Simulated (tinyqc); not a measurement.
Comparisons within one model: interface roughness in a thin film (subband fluctuation and scattering). A value that a table varies takes the place of the one given here.

Square well of width t, barriers V0, c = hbar^2/2m0: E1 solves k t + 2 atan[(k/mz)/(kappa/mb)] = pi, k = sqrt(mz E/c), kappa = sqrt(mb (V0 - E)/c). One interface is rough, so the subband edge fluctuates by G dt with G = |dE1/dt| (central difference of 0.01 angstrom; 2 E1/t for hard walls).

Gaussian roughness spectrum S(q) = pi D^2 Lc^2 exp(-q^2 Lc^2/4). Degenerate gas, taken to fill one subband (the second starts to fill once c kF^2/md exceeds E2 - E1, which is not tested here): kF = sqrt(2 pi Ns/gv), q = 2 kF sin(theta/2), 1/tau = (md/(2 pi c hbar)) G^2 times the integral from 0 to pi of S(q)(1 - cos theta)/eps(q)^2 dtheta, eps(q) = 1 + qs/q with screening (qs = gv md q0/(c eps), q0 = e^2/(4 pi eps0), form factors left out, which overstates the screening; other scattering is left out too, so these values lie far above measured mobilities in all but the thinnest films) or 1 without; mobility = tau c2/md with c2 = e/m0 = 1.75882e15 cm^2/(V s^2); 1e12/cm^2 = 1e-4/angstrom^2.

Constants: hbar^2/2m0 = 3.80998211 eV angstrom^2; hbar = 6.58211957e-16 eV s; e^2/(4 pi eps0) = 14.39964547 eV angstrom.

Values chosen for the exercise (near those of a thin Si channel on (100), two-fold valleys; the results hold for these values, not for the real material):

| symbol | value | unit | meaning |
|---|---|---|---|
| mz | 0.916 | m0 | confinement mass |
| V0 | 3.1 | eV | barrier |
| mb | 0.54 | m0 | barrier mass |
| md | 0.189 | m0 | mass in the plane |
| gv | 2 |  | valleys |
| D | 2.4 | angstrom | rms height of the roughness |
| Lc | 28 | angstrom | correlation length |
| Ns | 1.3 | x 1e12/cm^2 | sheet density |
| eps | 8 |  | mean dielectric constant at the channel |
| ts | (16, 21, 26, 30, 38, 48, 63) | angstrom | thicknesses |
| t | 30 | angstrom | film thickness |
| Ll | (5, 10, 16, 25, 40, 65, 100) | angstrom | correlation lengths |

## The sixth-power law

Screened mobility against thickness for the finite barrier and for hard walls.

Results:

| t (angstrom) | E1 (meV) | G (meV/angstrom) | mobility (cm^2/(V s)) | the same, hard walls |
|---|---|---|---|---|
| 16 | 129.5 | 14.515 | 4.05e+03 | 2.12e+03 |
| 21 | 79.0 | 6.925 | 1.78e+04 | 1.09e+04 |
| 26 | 53.2 | 3.824 | 5.84e+04 | 3.91e+04 |
| 30 | 40.6 | 2.555 | 1.31e+05 | 9.23e+04 |
| 38 | 25.9 | 1.304 | 5.02e+05 | 3.81e+05 |
| 48 | 16.6 | 0.665 | 1.93e+06 | 1.55e+06 |
| 63 | 9.8 | 0.302 | 9.36e+06 | 7.92e+06 |

How do the results move?

With hard walls G goes as 1/t^3 and the mobility as t^6. With the finite barrier the local exponent is 5.44 at the thin end and 5.81 at the thick end, since the envelope leaks out and softens the dependence. The least value is 4.05e+03 cm^2/(V s). The gate field, which also presses carriers to the interface, is left out. Below about 20 angstrom the effective-mass picture is itself doubtful. Up to t = 30 angstrom G D exceeds half of EF - E1, where the Born rate fails.

## Correlation length

Fixed D; bare and screened mobility.

Results:

| Lc (angstrom) | kF Lc | bare mobility (cm^2/(V s)) | screened mobility (cm^2/(V s)) |
|---|---|---|---|
| 5 | 0.10 | 8.42e+04 | 3.18e+06 |
| 10 | 0.20 | 2.15e+04 | 8.16e+05 |
| 16 | 0.32 | 8.83e+03 | 3.36e+05 |
| 25 | 0.51 | 4.04e+03 | 1.56e+05 |
| 40 | 0.81 | 2.10e+03 | 8.38e+04 |
| 65 | 1.31 | 1.62e+03 | 7.26e+04 |
| 100 | 2.02 | 2.32e+03 | 1.49e+05 |

What does this show?

The bare mobility is lowest at Lc = 65 angstrom of those listed (kF Lc = 1.31). The screened mobility is lowest at Lc = 65 angstrom of those listed (kF Lc = 1.31). Short roughness averages out (mobility as 1/Lc^2; the first two rows give exponent -1.97), and long roughness deflects only by small angles (bare mobility rising as Lc; the last two rows give 0.83).

## What each parameter does

G, G D, and the screened mobility. Each row changes one parameter from the base and keeps the others.

Results:

| case | G (meV/angstrom) | G D (meV) | mobility (cm^2/(V s)) |
|---|---|---|---|
| base | 2.555 | 6.13 | 1.307e+05 |
| t = 26 angstrom | 3.824 | 9.18 | 5.838e+04 |
| D = 3.12 angstrom | 2.555 | 7.97 | 7.735e+04 |
| Lc = 36 angstrom | 2.555 | 6.13 | 9.363e+04 |
| Ns = 2.08 x 1e12/cm^2 | 2.555 | 6.13 | 1.040e+05 |
| mz = 1.053 m0 | 2.273 | 5.45 | 1.653e+05 |
| md = 0.217 m0 | 2.555 | 6.13 | 1.251e+05 |
| V0 = 2.17 eV | 2.472 | 5.93 | 1.397e+05 |
| eps = 9.6 | 2.555 | 6.13 | 9.696e+04 |

How do the results move?

The largest shifts from the base row, up to three for each result and ties (the steps differ in size, so this ranks the rows, not the parameters). G (meV/angstrom): t +1.268, mz -0.283, V0 -0.084; unchanged at the printed digits by D, Lc, Ns, md and eps. G D (meV): t +3.04, D +1.84, mz -0.68; unchanged at the printed digits by Lc, Ns, md and eps. mobility (cm^2/(V s)): t -7.23e+04, D -5.34e+04, Lc -3.71e+04. In the base case G D is 0.74 times EF - E1 = 8.2 meV.

tinyqc: `OMP_NUM_THREADS=1 python tinyqc.py 1282598 1282599 out.jsonl`; about 0.02 s, one thread, shared Intel(R) Xeon(R) Processor @ 2.30GHz.
